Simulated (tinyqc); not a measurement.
Raman shift of the zone-centre optical phonon of a diamond-structure crystal under stress: one step, computed by the program tinyqc.

Axes x, y, z are the cube axes. Strain shifts the threefold optical mode and can split it; p, q and r are the phonon deformation potentials.

Question. The line seen from a (001) surface. Backscattering from a (001) surface: incident polarisation (cos phi, sin phi, 0). With Raman tensors (R_z)_xy = (R_z)_yx = 1 and cyclic, only the z component u_z of a mode counts: I = u_z^2 sin^2(2 phi) for parallel and u_z^2 cos^2(2 phi) for crossed polarisers. An unresolved line sits at the intensity-weighted shift, which is M_zz/(2 omega_0).

Inputs (values chosen for the exercise, modelled on germanium): stress sigma (tension positive) = -0.22 GPa; polarisation angle phi = 60 degree.

Stress state: hydrostatic. Axis: none.

M/(2 omega_0) (1/cm):
```
           x          y          z
x  0.7646550  0.0000000  0.0000000
y  0.0000000  0.7646550  0.0000000
z  0.0000000  0.0000000  0.7646550
```

Give: total intensity, parallel; total intensity, crossed; shift of the observed line; shift per stress; stress per shift.

Answer.

total intensity, parallel = 0.75

total intensity, crossed = 0.25

shift of the observed line = 0.7647 1/cm

shift per stress = -3.476 1/(cm GPa)

stress per shift = -287.7 MPa cm

The z-polarised mode is an eigenmode here, so one line is seen. Caution: this stress has components normal to the (001) face, so it cannot reach a free (001) surface; it can act on buried material.
